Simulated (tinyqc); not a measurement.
What moves the results: exchange-split free-electron bands and tunnelling magnetoresistance. A value that a table varies takes the place of the one given here.

Majority and minority bands E = c k^2/m -/+ Dx/2, c = hbar^2/2m0, so k_up = sqrt(m (EF + Dx/2)/c), k_dn = sqrt(m (EF - Dx/2)/c); n_s = k_s^3/(6 pi^2), D_s = m k_s/(4 pi^2 c).

Barrier: kappa = sqrt(mb phi/c), c = hbar^2/2m0. With a = k1/m, b = k2/m, w = kappa/mb, the transmission at normal incidence is T(k1, k2) = 4 a b w^2/[w^2 (a + b)^2 + (w^2 + a^2)(w^2 + b^2) sinh^2(kappa d)]. Parallel: G_P = T(up, up) + T(dn, dn); antiparallel: G_AP = 2 T(up, dn); TMR = (G_P - G_AP)/G_AP. Julliere: TMR = 2 P^2/(1 - P^2). Slonczewski factor: P_eff = P_k (w^2 - a_up a_dn)/(w^2 + a_up a_dn), P_k = (k_up - k_dn)/(k_up + k_dn).

Constants: hbar^2/2m0 = 3.80998211 eV angstrom^2.

Values chosen for the exercise:
- EF = 2.2 eV (Fermi energy above the mean band bottom)
- Dx = 2.2 eV (exchange splitting)
- m = 0.97 m0 (mass in the electrodes)
- mb = 0.68 m0 (mass in the barrier)
- d = 13.9 angstrom (barrier thickness)
- phi = 0.59 eV (barrier height above EF)

## Barrier height

Results:
```
phi (eV)  w (1/angstrom)    P_eff  TMR (%)       G_P
0.20               0.278  -0.1982     8.02    0.0198
0.40               0.393  -0.1444     4.25   0.00333
0.70               0.520  -0.0837     1.41  0.000370
1.0                0.621  -0.0385     0.30  5.79e-05
1.5                0.761   0.0155     0.05  4.19e-06
2.0                0.879   0.0534     0.57  4.40e-07
3.0                1.076   0.1029     2.14  9.57e-09
4.0                1.243   0.1338     3.65  3.70e-10
6.0                1.522   0.1704     5.98  1.55e-12
10                 1.965   0.2048     8.76  2.60e-16
```

How do the results move?

P_eff vanishes where w^2 = a_up a_dn, at phi = 1.34 eV, inside the table; the lowest TMR listed is 0.05 % at 1.5 eV. TMR is 8.0 % at the lowest barrier and 8.8 % at the highest, against 15.5 % for Julliere with P_k; P_eff tends to +P_k for very high barriers and to -P_k for very low ones. G_P falls by 13.9 decades.

## Barrier thickness

Results:
```
d (angstrom)  kappa d       G_P      G_AP  TMR (%)
1               0.325      1.76      1.65     6.59
2               0.649      1.24      1.19     4.61
3               0.974     0.767     0.743     3.28
4               1.298     0.439     0.428     2.65
6               1.947     0.129     0.126     2.27
8               2.596    0.0360    0.0352     2.20
10              3.245   0.00988   0.00967     2.18
13              4.219   0.00141   0.00138     2.18
16              5.192  0.000202  0.000197     2.18
20              6.490  1.50e-05  1.47e-05     2.18
```

How do the results move?

For thick barriers each angstrom costs a factor exp(2 kappa) = 1.91 in both conductances, and TMR settles at 2.18 % (the interface factor, which vanishes at (kappa/mb)^2 = k_up k_dn/m^2, reduces it below the value from the polarisation of k alone); it is within 0.1 point of that from d = 6 angstrom on. At 1 angstrom it is 6.59 %, where the barrier is thin and the mismatch of k_up and k_dn starts to rule, as it does fully for d -> 0.

## Exchange splitting

Dx takes the listed multiples of 2 EF.

Results:
```
Dx/(2 EF)    k_up    k_dn     P_k    P_eff  TMR (%)
0.10       0.7849  0.7100  0.0501  -0.0223     0.10
0.20       0.8198  0.6694  0.1010  -0.0443     0.39
0.35       0.8696  0.6034  0.1807  -0.0759     1.16
0.50       0.9166  0.5292  0.2679  -0.1038     2.18
0.65       0.9613  0.4428  0.3693  -0.1220     3.02
0.80       1.0041  0.3347  0.5000  -0.1107     2.49
0.90       1.0316  0.2367  0.6268  -0.0408     0.35
0.97       1.0504  0.1296  0.7803   0.1739     6.27
```

What can be read from the table?

P_k rises from 0.050 to 0.780, and TMR goes from 0.10 % to 6.3 %, not steadily: its largest value is 6.27 % at 0.97 and its smallest 0.10 % at 0.1; P_eff changes sign along the table. At Dx = 2 EF the minority band is empty (a half metal) and G_AP vanishes.

## What moves the magnetoresistance

All results formed anew. Each row changes one parameter from the base and keeps the others.

Results:
```
case                  P_k    P_eff  TMR (%)       G_P
base               0.2679  -0.1038     2.18  0.000788
Dx = 2.31 eV       0.2836  -0.1077     2.35  0.000787
EF = 2.42 eV       0.2404  -0.1054     2.25  0.000761
phi = 0.767 eV     0.2679  -0.0725     1.06  0.000239
mb = 0.544 m0      0.2679  -0.0773     1.21   0.00217
d = 15.9 angstrom  0.2679  -0.1038     2.18  0.000215
m = 1.164 m0       0.2679  -0.0823     1.37  0.000829
```

What can be read from the table?

The largest shifts from the base row, up to three for each result and ties (the steps differ in size, so this ranks the rows, not the parameters). P_k: EF -0.0275, Dx +0.0157; unchanged at the printed digits by phi, mb, d and m. P_eff: phi +0.0313, mb +0.0264, m +0.0215; unchanged at the printed digits by d. TMR (%): phi -1.12, mb -0.97, m -0.81; unchanged at the printed digits by d. G_P: mb +0.00138, d -0.000573, phi -0.000549.

tinyqc: `OMP_NUM_THREADS=1 python tinyqc.py 1681155 1681156 out.jsonl`; about 0.01 s, one thread, shared Intel(R) Xeon(R) Processor @ 2.30GHz.
